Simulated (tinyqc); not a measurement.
# Nanowire ballistic transistor, top-of-the-barrier model: what changes with what

At the top of the source barrier, states moving towards the drain are filled by the source (Fermi level 0) and states moving back by the drain (Fermi level -q Vd); nothing scatters. U is the shift of the band edge there, set by the capacitances CG, CD and CS (the total) and by the charge. Parabolic one-dimensional subband; the source is grounded.

Parameters, values chosen for the exercise; mass and valleys close to those of indium arsenide: temperature T = 350 K; effective mass m = 0.0307 m0; valley degeneracy gv = 1; relative permittivity of the gate insulator eox = 22; insulator thickness tox = 1 nm; wire diameter d = 6 nm; gate control CG/CS aG = 0.83; drain control CD/CS aD = 0.008; band edge at the barrier top above the source Fermi level at zero bias E0 = 0.16 eV.

Constants: q = 1.602176634e-19 C, kB = 1.380649e-23 J/K, hbar = 1.054571817e-34 J s, h = 6.62607015e-34 J s, m0 = 9.1093837015e-31 kg, Vt = kB T/q, eps0 = 8.8541878128e-14 F/cm where lengths are in cm. Results are converted to the units shown.

Each table varies one quantity; the others keep the values above.

## Output curve

N0 = gv sqrt(2 m kB T/pi)/hbar, CG = 2 pi eps0 eox/ln(1 + 2 tox/d), CS = CG/aG, n0 = n at U = 0 and Vd = 0. eta1 = -(E0 + U)/Vt, eta2 = eta1 - Vd/Vt, n = (N0/2)[F_(-1/2)(eta1) + F_(-1/2)(eta2)], F_(-1/2)(x) = (1/sqrt(pi)) int_0^infinity u^(-1/2)/(1 + exp(u - x)) du. U = UL + q (n - n0)/CS with UL = -(aG Vg + aD Vd), energies in eV. I = gv (2 q^2/h) Vt [ln(1 + exp eta1) - ln(1 + exp eta2)]. CQ = (q/Vt) dn/d(eta1).

In this table Vg = 0.5 V.

Output curve:
```
Vd (V)	eta1	n (cm^-1)	I (uA)	mean velocity I/(q n) (cm/s)	CQ/CS
0.01	8.169	2.788e6	0.7745	1.734e6	0.01862
0.025	8.177	2.743e6	1.936	4.405e6	0.01896
0.05	8.192	2.665e6	3.871	9.066e6	0.01963
0.1	8.224	2.490e6	7.732	1.938e7	0.02156
0.15	8.259	2.276e6	11.54	3.164e7	0.02479
0.2	8.301	2.002e6	15.09	4.705e7	0.02889
0.3	8.379	1.507e6	19.14	7.924e7	0.01635
0.4	8.413	1.434e6	19.64	8.551e7	0.009406
0.6	8.466	1.435e6	19.78	8.606e7	0.009022
0.8	8.518	1.439e6	19.91	8.632e7	0.008991
```

Read the table: what changes, and by how much?

The current rises from 0.775 to 19.9 uA; n goes from 2.79e6 through a minimum of 1.43e6 (at Vd = 0.4 V among the rows listed) to 1.44e6 cm^-1 and eta1 rises from 8.17 to 8.52. The resistance in the first row is 12.9 kohm, against h/(2 q^2 gv) = 12.9 kohm for one open subband, though nothing scatters in the channel. The current passes 90 % of its last value at Vd = 0.3 V among the rows, where eta2 = -1.6: the drain no longer fills returning states.

## Effect of the band edge at the barrier top above the source Fermi level at zero bias

Same model as above.

CQ = (q/Vt) dn/d(eta1).

In this table Vg = 0.5 V, Vd = 0.5 V.

Results:
```
E0 (eV)	eta1	n (cm^-1)	I (uA)	mean velocity I/(q n) (cm/s)	CQ/CS
0.1	10.415	1.5959e6	24.333	9.5161e7	0.0081658
0.15	8.7681	1.4611e6	20.489	8.7526e7	0.0088687
0.2	7.1252	1.3126e6	16.652	7.9184e7	0.0099382
0.25	5.4849	1.1433e6	12.827	7.0027e7	0.011587
0.3	3.8481	9.4050e5	9.0418	6.0004e7	0.014333
0.35	2.2169	6.8327e5	5.4224	4.9532e7	0.018508
0.45	-1.0408	1.2511e5	0.70679	3.5261e7	0.010519
```

Estimate the missing row, E0 = 0.4 eV.

Computed row:
```
E0 (eV)	eta1	n (cm^-1)	I (uA)	mean velocity I/(q n) (cm/s)	CQ/CS
0.4	0.59136	3.7249e5	2.4115	4.0407e7	0.019708
```

With this row back in the table: As E0 goes from 0.1 to 0.45 eV, n falls from 1.60e6 to 1.25e5 cm^-1, the mean velocity falls from 9.52e7 to 3.53e7 cm/s and the current falls from 24.3 to 0.707 uA. CQ/CS goes from 0.0082 to 0.011. At E0 = 0.1 eV the source Fermi level lies over 0.3 eV above the band edge, where a light band is no longer parabolic.

## Effect of the effective mass

Same model as above.

CQ = (q/Vt) dn/d(eta1). E0 is held fixed.

In this table Vg = 0.5 V, Vd = 0.5 V.

Effect of the effective mass:
```
m (m0)	eta1	n (cm^-1)	I (uA)	mean velocity I/(q n) (cm/s)	CQ/CS
0.02	8.468	1.158e6	19.79	1.066e8	0.007292
0.032	8.436	1.462e6	19.71	8.414e7	0.009242
0.05	8.399	1.824e6	19.63	6.717e7	0.01158
0.08	8.350	2.300e6	19.51	5.295e7	0.01469
0.13	8.286	2.920e6	19.36	4.138e7	0.01881
0.2	8.215	3.606e6	19.20	3.322e7	0.02344
0.32	8.119	4.534e6	18.97	2.612e7	0.02984
0.5	8.006	5.627e6	18.71	2.075e7	0.03758
0.8	7.859	7.050e6	18.37	1.626e7	0.04802
```

As m goes from 0.02 to 0.8 m0, n rises from 1.16e6 to 7.05e6 cm^-1, the mean velocity falls from 1.07e8 to 1.63e7 cm/s and the current falls from 19.8 to 18.4 uA. CQ/CS goes from 0.0073 to 0.048. The loss of velocity outweighs the gain of charge over the whole range. For m = 0.13 to 0.8 m0 higher subbands of the wire, left out here, could begin to fill.

Program tinyqc, `OMP_NUM_THREADS=1 python tinyqc.py 2400087 2400088 out.jsonl`; Intel Xeon 2.30GHz, shared host, one thread, about 0.03 s.
